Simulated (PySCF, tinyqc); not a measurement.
RHF in the sto-3g basis, for H3+, spin multiplicity 1, step by step. The lowest restricted solution is unstable here: a spin-polarised one lies 0.0033 hartree lower (PySCF). Computed by tinyqc, a small Python program that keeps every step (integrals from PySCF). Settings: charge = 1, multiplicity = 1, basis = sto-3g, energy threshold = 1e-10, iteration cap = 56, orthogonalisation = symmetric, start = core, DIIS depth = 6, DIIS from iteration = 2, method = RHF. Command: `OMP_NUM_THREADS=1 python tinyqc.py 22112 22113 out.jsonl` (the two numbers bound the seeds that draw the settings). One thread of a shared host (Intel(R) Xeon(R) Processor @ 2.60GHz), about 0.03 s of CPU time with the checks. Later iterations appear only in the table of the cycle.

## One-electron integrals

Geometry (angstrom):
```
atom         x         y          z
H     0.000000  0.000000   0.000000
H     0.000000  0.000000   1.131000
H     0.000000  0.000000  -1.131000
```

Basis sto-3g: exponents (1/bohr^2) and contraction coefficients of normalised primitives:
```
element  l (shell)  exponent  coefficient
H            s (1)  3.425251     0.154329
H            s (1)  0.623914     0.535328
H            s (1)  0.168855     0.444635
```

Overlap, kinetic and nuclear-attraction integrals over the contracted functions; the nuclear repulsion is the sum of Za Zb / Rab.

nuclear repulsion = 1.16971090 hartree

overlap S, order 1H 1s, 2H 1s, 3H 1s:
```
[[1.000000, 0.422813, 0.422813],
 [0.422813, 1.000000, 0.076345],
 [0.422813, 0.076345, 1.000000]]
```

kinetic energy T (hartree), order 1H 1s, 2H 1s, 3H 1s:
```
[[0.760032, 0.069649, 0.069649],
 [0.069649, 0.760032, -0.011474],
 [0.069649, -0.011474, 0.760032]]
```

nuclear attraction V (hartree), order 1H 1s, 2H 1s, 3H 1s:
```
[[-2.145220, -0.771406, -0.771406],
 [-0.771406, -1.919839, -0.128942],
 [-0.771406, -0.128942, -1.919839]]
```

core Hamiltonian H = T + V (hartree), order 1H 1s, 2H 1s, 3H 1s:
```
[[-1.385188, -0.701757, -0.701757],
 [-0.701757, -1.159807, -0.140416],
 [-0.701757, -0.140416, -1.159807]]
```

## Two-electron integrals

Functions are numbered as in S; the eight-fold symmetry (ij|kl) = (ji|kl) = (kl|ij) leaves the list below.

Two-electron integrals (ij|kl) in chemists' order, unique and non-zero (hartree):
```
(11|11) 0.774606   (21|11) 0.253007   (21|21) 0.110781   (22|11) 0.437495
(22|21) 0.253007   (22|22) 0.774606   (31|11) 0.253007   (31|21) 0.077392
(31|22) 0.132457   (31|31) 0.110781   (32|11) 0.043853   (32|21) 0.016430
(32|22) 0.033408   (32|31) 0.016430   (32|32) 0.002892   (33|11) 0.437495
(33|21) 0.132457   (33|22) 0.233652   (33|31) 0.253007   (33|32) 0.033408
(33|33) 0.774606
```

## Orthogonalisation

S = U s U^T; symmetric (Loewdin) form X = U s^(-1/2) U^T, so that X^T S X = 1.

eigenvalues of S: [0.439007, 0.923655, 1.637338]

X, order 1H 1s, 2H 1s, 3H 1s:
```
[[1.168565, -0.256779, -0.256779],
 [-0.256779, 1.081353, 0.040846],
 [-0.256779, 0.040846, 1.081353]]
```

## Starting guess

The start is the orbitals of the core Hamiltonian; D = 2 C_occ C_occ^T.

D at the start, order 1H 1s, 2H 1s, 3H 1s:
```
[[1.081839, 0.376293, 0.376293],
 [0.376293, 0.130885, 0.130885],
 [0.376293, 0.130885, 0.130885]]
```

## Iteration 1: building the Fock matrix

J_ij = sum D_kl (ij|kl), K_ij = sum D_kl (ik|jl); F = H + J - 0.5 K; E = tr D H + tr D J / 2 - 0.25 tr D K + E_nn.

Coulomb J (hartree), order 1H 1s, 2H 1s, 3H 1s:
```
[[1.344820, 0.470081, 0.470081],
 [0.470081, 0.904105, 0.081673],
 [0.470081, 0.081673, 0.904105]]
```

exchange K (hartree), order 1H 1s, 2H 1s, 3H 1s:
```
[[1.268076, 0.580401, 0.580401],
 [0.580401, 0.433129, 0.235481],
 [0.580401, 0.235481, 0.433129]]
```

Fock matrix F (hartree), order 1H 1s, 2H 1s, 3H 1s:
```
[[-0.674406, -0.521876, -0.521876],
 [-0.521876, -0.472266, -0.176483],
 [-0.521876, -0.176483, -0.472266]]
```

total energy of this density = -1.12034274 hartree

## Iteration 1: diagonalisation and new density

Diagonalise F' = X^T F X, C = X C', fill 1 alpha and 1 beta electrons from the bottom; D = 2 C_occ C_occ^T. Each column has its largest component positive (the first on a tie).

F' = X^T F X (hartree):
```
[[-0.380100, -0.363883, -0.363883],
 [-0.363883, -0.312314, 0.007917],
 [-0.363883, 0.007917, -0.312314]]
```

orbital energies (hartree): [-0.858248, -0.320231, 0.173750]

coefficients C, order 1H 1s, 2H 1s, 3H 1s:
```
[[0.608890, 0.000000, 1.061446],
 [0.352016, 0.735750, -0.756099],
 [0.352016, -0.735750, -0.756099]]
```

D after iteration 1, order 1H 1s, 2H 1s, 3H 1s:
```
[[0.741493, 0.428678, 0.428678],
 [0.428678, 0.247831, 0.247831],
 [0.428678, 0.247831, 0.247831]]
```

## Iteration 2: building the Fock matrix

As before.

Coulomb J (hartree), order 1H 1s, 2H 1s, 3H 1s:
```
[[1.246785, 0.452608, 0.452608],
 [0.452608, 0.921316, 0.078681],
 [0.452608, 0.078681, 0.921316]]
```

exchange K (hartree), order 1H 1s, 2H 1s, 3H 1s:
```
[[1.101470, 0.578285, 0.578285],
 [0.578285, 0.522393, 0.260217],
 [0.578285, 0.260217, 0.522393]]
```

Fock matrix F (hartree), order 1H 1s, 2H 1s, 3H 1s:
```
[[-0.689138, -0.538292, -0.538292],
 [-0.538292, -0.499687, -0.191843],
 [-0.538292, -0.191843, -0.499687]]
```

total energy of this density = -1.15611968 hartree

## Iteration 2: diagonalisation and new density

As before.

F' = X^T F X (hartree):
```
[[-0.386156, -0.370827, -0.370827],
 [-0.370827, -0.337291, -0.004002],
 [-0.370827, -0.004002, -0.337291]]
```

orbital energies (hartree): [-0.888633, -0.333289, 0.161184]

coefficients C, order 1H 1s, 2H 1s, 3H 1s:
```
[[0.592538, 0.000000, 1.070660],
 [0.363571, 0.735750, -0.750611],
 [0.363571, -0.735750, -0.750611]]
```

D after iteration 2, order 1H 1s, 2H 1s, 3H 1s:
```
[[0.702204, 0.430860, 0.430860],
 [0.430860, 0.264368, 0.264368],
 [0.430860, 0.264368, 0.264368]]
```

## Iteration 5 (converged): orbitals

converged F (hartree), order 1H 1s, 2H 1s, 3H 1s:
```
[[-0.690613, -0.539898, -0.539898],
 [-0.539898, -0.503234, -0.193765],
 [-0.539898, -0.193765, -0.503234]]
```

As before.

F' = X^T F X (hartree):
```
[[-0.386964, -0.371126, -0.371126],
 [-0.371126, -0.340786, -0.005738],
 [-0.371126, -0.005738, -0.340786]]
```

orbital energies (hartree): [-0.891985, -0.335049, 0.158497]

coefficients C, order 1H 1s, 2H 1s, 3H 1s:
```
[[0.590267, 0.000000, 1.071914],
 [0.365162, 0.735750, -0.749839],
 [0.365162, -0.735750, -0.749839]]
```

D after iteration 5, order 1H 1s, 2H 1s, 3H 1s:
```
[[0.696831, 0.431086, 0.431086],
 [0.431086, 0.266686, 0.266686],
 [0.431086, 0.266686, 0.266686]]
```

## Convergence

Stop when the energy changes by less than 1e-10 hartree and every element of the error matrix X^T (F D S - S D F) X is below 3e-06.

Course of the cycle:
```
iteration  E (hartree)     change  largest element of the error matrix
1          -1.12034274          -                             1.79e-01
2          -1.15611968  -3.58e-02                             2.28e-02
3          -1.15667375  -5.54e-04                             2.77e-03
4          -1.15668205  -8.30e-06                             8.79e-07
5          -1.15668205  -6.80e-13                             3.79e-07
```

PySCF RHF in the same basis = -1.15668205 hartree

Converged in 5 iterations.

## Populations, bond orders and dipole

Mulliken: Z minus the diagonal of D S on the atom; Loewdin: the same with S^(1/2) D S^(1/2); Mayer order: 2 sum_s sum (D(s) S)_ij (D(s) S)_ji over the two atoms.

Charges (e):
```
atom   Mulliken    Loewdin
1H    -0.061369  -0.038496
2H     0.530684   0.519248
3H     0.530684   0.519248
```

Mayer bond orders:
```
pair     order
2-1   0.498117
3-1   0.498117
3-2   0.220257
```

dipole moment about the origin, x y z (debye): [0.000000, 0.000000, 0.000000]
